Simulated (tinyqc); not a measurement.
Thermal and gravitational stress in a wafer during furnace and rapid thermal processing, and the onset of slip: one step, computed by the program tinyqc.

A thin free disc in plane stress, isotropic; T(r) = T_centre + dT (r/R)^n with n = 2. Stress is positive in tension; sigma_SB = 5.670374419e-8 W/(m^2 K^4), g = 9.80665 m/s^2.

Problem. Gravity. Own weight q = rho g t on a ring of radius b R, x = r/R: moments of an edge-supported plate, M_r = q R^2 (3 + nu)(1 - x^2)/16 and M_t = q R^2 [(3 + nu) - (1 + 3 nu) x^2]/16, less the uniform moment inside the ring load, q R^2 [(1 - nu)(1 - b^2) - 2 (1 + nu) ln b]/8; stress at the lower face = 6 M/t^2.

Inputs (values chosen for the exercise, modelled on silicon):
```
quantity                           value        unit
wafer radius R                       150          mm
thickness t                          775  micrometre
Poisson ratio nu                    0.22           -
density rho                         2330      kg/m^3
radius of the support ring over R   0.95           -
```

Give: stress at the centre; radial stress at the ring; hoop stress at the ring.

Solution.

stress at the centre = 0.7009 MPa

radial stress at the ring = -0.02201 MPa

hoop stress at the ring = 0.3282 MPa
